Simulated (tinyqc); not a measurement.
Metal gate on a two-layer dielectric stack with fixed charge and a dipole: two steps of the calculation.

Gate, layer 2, layer 1, p-type semiconductor; x runs from the gate inwards. Charges are counted in units of +q. psi is the band bending at the surface, positive towards inversion. Classical charge, Boltzmann statistics, no interface traps.

Values chosen for this exercise; band and dielectric values close to those of In0.53Ga0.47As, layer 1 close to silicon dioxide, layer 2 close to hafnium oxide:
```
symbol,value,unit,meaning
T,350,K,temperature
Eg,0.751,eV,band gap
eps_r,13.9,,relative permittivity
Nc,2.61e17,cm^-3,conduction-band density of states at T
Nv,9.79e18,cm^-3,valence-band density of states at T
Na,3.7e17,cm^-3,acceptor density
ps,0.217,V,band bending psi of the working point
```

Constants: q = 1.602176634e-19 C, kB = 1.380649e-23 J/K, Vt = kB T/q, eps0 = 8.8541878128e-14 F/cm where lengths are in cm. Results are converted to the units shown.

Problem 1. Threshold voltage. ni = sqrt(Nc Nv) exp(-Eg/(2 Vt)), Eg in volts, pB = Vt ln(Na/ni), Vth = Vfb + 2 pB + sqrt(4 q eps0 eps_r Na pB)/Cox.

Vfb = -0.030503630 V
Cox = 1.5799517 uF/cm^2

Find: ni; pB; depletion charge; Vth.

Solution 1.

ni = 6.263e12 cm^-3
pB = 0.3314 V
depletion charge = 0.3110 uC/cm^2
Vth = 0.8291 V

Problem 2. Charge in the semiconductor. ni = sqrt(Nc Nv) exp(-Eg/(2 Vt)), Eg in volts. Qs = -sign(psi) sqrt(2 q eps0 eps_r Na Vt [exp(-u) + u - 1 + (ni/Na)^2 (exp(u) - u - 1)]), u = psi/Vt.

Give: Qs.

Solution 2.

Qs = -0.16513 uC/cm^2

The surface is depleted or weakly inverted.

tinyqc, about 0.01 s, one thread, Intel Xeon 2.30GHz (shared host): `OMP_NUM_THREADS=1 python tinyqc.py 2010067 2010068 out.jsonl`
